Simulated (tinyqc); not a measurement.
Sheet resistance of a shallow doped layer with concentration-dependent mobility and limited activation: one step, computed by the program tinyqc.

A layer of one dopant lies in a background of the opposite type. Current flows parallel to the surface down to the junction; depletion is ignored.

Question. Active limit and depths. C(x) = C_s erfc(x/l). Temperatures in kelvin are T(C) + 273.15. Active limit C_a = prefactor x exp(-energy/(k_B T)); the junction lies where C = C_B, and the profile exceeds C_a down to x_a (zero if C_s is below C_a). Slope at the junction in nm per decade = ln(10) C/|dC/dx|.

Inputs (values chosen for the exercise, modelled on arsenic in silicon):
```
quantity,value,unit
surface concentration C_s,3.6e+20,1/cm^3
length l,41,nm
background C_B,6.2e+16,1/cm^3
prefactor of the active limit,2.3e+22,1/cm^3
energy of the active limit,0.462,eV
anneal temperature T,1150,C
```

Profile: erfc.

Constants: k_B = 8.617333262e-05 eV/K.

Give: active limit C_a; junction depth x_j; depth x_a; abruptness at the junction.

Answer.

active limit C_a = 5.3169e+20 1/cm^3

junction depth x_j = 108.91 nm

depth x_a = 0 nm

abruptness at the junction = 16.713 nm/decade
